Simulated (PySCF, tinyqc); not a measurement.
Worked calculation: FCI on RHF in the sto-3g basis, for H4, spin multiplicity 1. The lowest restricted solution is unstable here: a spin-polarised one lies 0.0433 hartree lower (PySCF). One step of it, computed by the program tinyqc.

Problem. Integrals over molecular orbitals. (pq|rs) = sum C_ip C_jq C_kr C_ls (ij|kl), one index at a time.

coefficients C:
```
            MO1        MO2        MO3        MO4
1H 1s  0.422292   0.451786   0.590991   0.616625
2H 1s  0.422292   0.451786  -0.590991  -0.616625
3H 1s  0.422292  -0.451786   0.590991  -0.616625
4H 1s  0.422292  -0.451786  -0.590991   0.616625
```

core Hamiltonian H = T + V (hartree):
```
           1H 1s      2H 1s      3H 1s      4H 1s
1H 1s  -1.264707  -0.535798  -0.101853  -0.055563
2H 1s  -0.535798  -1.264707  -0.055563  -0.101853
3H 1s  -0.101853  -0.055563  -1.264707  -0.535798
4H 1s  -0.055563  -0.101853  -0.535798  -1.264707
```

Two-electron integrals (ij|kl) in chemists' order, unique and non-zero (hartree):
```
(11|11) 0.774606   (21|11) 0.175088   (21|21) 0.057574   (22|11) 0.377351
(22|21) 0.175088   (22|22) 0.774606   (31|11) 0.024784   (31|21) 0.006654
(31|22) 0.016968   (31|31) 0.001686   (32|11) 0.010470   (32|21) 0.003583
(32|22) 0.011364   (32|31) 0.000751   (32|32) 0.000414   (33|11) 0.219696
(33|21) 0.065888   (33|22) 0.191447   (33|31) 0.024784   (33|32) 0.011364
(33|33) 0.774606   (41|11) 0.011364   (41|21) 0.003583   (41|22) 0.010470
(41|31) 0.000751   (41|32) 0.000408   (41|33) 0.010470   (41|41) 0.000414
(42|11) 0.016968   (42|21) 0.006654   (42|22) 0.024784   (42|31) 0.001147
(42|32) 0.000751   (42|33) 0.016968   (42|41) 0.000751   (42|42) 0.001686
(43|11) 0.065888   (43|21) 0.021237   (43|22) 0.065888   (43|31) 0.006654
(43|32) 0.003583   (43|33) 0.175088   (43|41) 0.003583   (43|42) 0.006654
(43|43) 0.057574   (44|11) 0.191447   (44|21) 0.065888   (44|22) 0.219696
(44|31) 0.016968   (44|32) 0.010470   (44|33) 0.377351   (44|41) 0.011364
(44|42) 0.024784   (44|43) 0.175088   (44|44) 0.774606
```

Give: one-electron integrals over orbitals h = C^T H C; Two-electron integrals over orbitals.

Solution.

one-electron integrals over orbitals h = C^T H C (hartree):
```
        1       2       3       4
1  -1.397   0.000   0.000   0.000
2   0.000  -1.341   0.000   0.000
3   0.000   0.000  -1.083   0.000
4   0.000   0.000   0.000  -1.038
```

Two-electron integrals over orbitals (pq|rs), unique and non-zero (hartree):
```
(11|11) 0.386   (21|21) 0.182   (22|11) 0.389   (22|22) 0.394
(31|31) 0.114   (32|32) 0.104   (33|11) 0.386   (33|22) 0.390
(33|33) 0.397   (41|32) 0.103   (41|41) 0.101   (42|31) 0.118
(42|42) 0.123   (43|21) 0.186   (43|43) 0.200   (44|11) 0.389
(44|22) 0.395   (44|33) 0.401   (44|44) 0.407
```
